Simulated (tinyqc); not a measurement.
# IGBT as a p-i-n diode in series with a MOS channel, on-state and switching loss: what changes with what

High injection (n = p) in a drift layer from x = -W/2 (anode) to +W/2 (cathode side), recombination only in the layer with lifetime tau, ideal emitters. The channel feeds the cathode side and carries the whole current. Auger recombination, carrier-carrier scattering, emitter losses and the carrier dip under the p body are left out.

Inputs (values chosen for the exercise); material values close to those of silicon:
- T = 400 K (temperature)
- Eg = 1.13 eV (band gap)
- Nc = 4.31e19 cm^-3 (conduction-band density of states at T)
- Nv = 4.02e19 cm^-3 (valence-band density of states at T)
- mn = 743 cm^2/(V s) (electron mobility)
- mp = 255 cm^2/(V s) (hole mobility)
- W = 130 um (width of the drift layer)
- Nd = 5.9e13 cm^-3 (doping of the drift layer)
- tau = 0.49 us (high-injection lifetime)
- J = 150 A/cm^2 (current density)
- Rch = 2.9 mohm cm^2 (channel and accumulation resistance)
- Vdc = 800 V (link voltage)
- ks = 0.07 (turn-off energy per stored charge and link voltage)
- f = 1 kHz (switching frequency)

Constants: q = 1.602176634e-19 C, kB = 1.380649e-23 J/K, Vt = kB T/q. Results are converted to the units shown.

Each table varies one quantity; the others keep the values above.

## Effect of the high-injection lifetime

b = mn/mp, B = (b - 1)/(b + 1), La = sqrt(2 Vt mn mp tau/(mn + mp)), y = W/(2 La). n(x) = (tau J/(2 q La))[cosh(x/La)/sinh y - B sinh(x/La)/cosh y]. Vm = Vt [(8 b/(b + 1)^2)(sinh y/s) arctan(s sinh y) + B ln((1 + B tanh^2 y)/(1 - B tanh^2 y))], s = sqrt(1 - B^2 tanh^2 y); Vj = Vt ln(n(-W/2) n(W/2)/ni^2), ni = sqrt(Nc Nv) exp(-Eg/(2 Vt)), Eg in volts; Vc = J Rch; Von = Vm + Vj + Vc. Stored charge tau J, turn-off energy Eoff = ks tau J Vdc, loss at half duty 0.5 J Von + f Eoff. A unipolar device on the same layer has Vu = J (W/(q mn Nd) + Rch).

The same in every row: Vu (V) = 278.08.

Effect of the high-injection lifetime:

| tau (us) | y | Von (V) | Eoff (mJ/cm^2) | total loss (W/cm^2) |
|---|---|---|---|---|
| 0.26 | 3.5237 | 2.6598 | 2.1840 | 201.67 |
| 0.42 | 2.7724 | 1.8288 | 3.5280 | 140.69 |
| 0.69 | 2.1630 | 1.5004 | 5.7960 | 118.32 |
| 1.1 | 1.7131 | 1.3690 | 9.2400 | 111.92 |
| 1.8 | 1.3392 | 1.3093 | 15.120 | 113.31 |
| 3 | 1.0373 | 1.2889 | 25.200 | 121.87 |
| 4.9 | 0.81168 | 1.2906 | 41.160 | 137.96 |

As tau goes from 0.26 to 4.9 us, Von goes from 2.660 through a minimum of 1.289 (at tau = 3 us among the rows listed) to 1.291 V, Eoff rises from 2.18 to 41.2 mJ/cm^2 and the total loss goes from 202 through a minimum of 112 (at tau = 1.1 us among the rows listed) to 138 W/cm^2. Von is below Vu in 7 of the 7 rows. A short lifetime starves the middle of the layer, a long one stores charge, hence the minimum of the loss. For tau = 1.1 to 4.9 us the density at the anode passes 2e17 cm^-3, where Auger recombination and emitter losses matter.

## Effect of the current density

Same model as above.

The same in every row: y = 2.567.

Effect of the current density:

| J (A/cm^2) | Von (V) | Vu (V) | Eoff (mJ/cm^2) | total loss (W/cm^2) |
|---|---|---|---|---|
| 0.3 | 0.8308 | 0.5562 | 0.008232 | 0.1328 |
| 0.76 | 0.8962 | 1.409 | 0.02085 | 0.3614 |
| 1.9 | 0.9626 | 3.522 | 0.05214 | 0.9666 |
| 4.8 | 1.035 | 8.898 | 0.1317 | 2.616 |
| 12 | 1.119 | 22.25 | 0.3293 | 7.043 |
| 31 | 1.240 | 57.47 | 0.8506 | 20.06 |
| 78 | 1.439 | 144.6 | 2.140 | 58.28 |
| 200 | 1.858 | 370.8 | 5.488 | 191.3 |
| 500 | 2.791 | 926.9 | 13.72 | 711.5 |

What does the table show?

As J goes from 0.3 to 500 A/cm^2, Von rises from 0.831 to 2.79 V, Eoff rises from 0.00823 to 13.7 mJ/cm^2 and the total loss rises from 0.133 to 712 W/cm^2. Von is below Vu in 8 of the 9 rows. At low current the junction voltage makes the bipolar device the worse one. For J = 0.3 to 1.9 A/cm^2 the injected density falls below 5 Nd somewhere, so high injection is doubtful. At J = 500 A/cm^2 the density at the anode passes 2e17 cm^-3, where Auger recombination and emitter losses matter.

## Effect of the switching frequency

Same model as above.

The same in every row: y = 2.567; Von (V) = 1.693; Vu (V) = 278.1; Eoff (mJ/cm^2) = 4.116.

Effect of the switching frequency:

| f (kHz) | total loss (W/cm^2) |
|---|---|
| 0.3 | 128.2 |
| 0.64 | 129.6 |
| 1.4 | 132.8 |
| 2.9 | 138.9 |
| 6.2 | 152.5 |
| 13 | 180.5 |
| 28 | 242.2 |
| 60 | 374.0 |

Read the table: what changes, and by how much?

As f goes from 0.3 to 60 kHz, Von stays at 1.69 V, Eoff stays at 4.12 mJ/cm^2 and the total loss rises from 128 to 374 W/cm^2. Von is below Vu in 8 of the 8 rows.

tinyqc, about 0.01 s, one thread, Intel Xeon 2.30GHz (shared host): `OMP_NUM_THREADS=1 python tinyqc.py 2590032 2590033 out.jsonl`
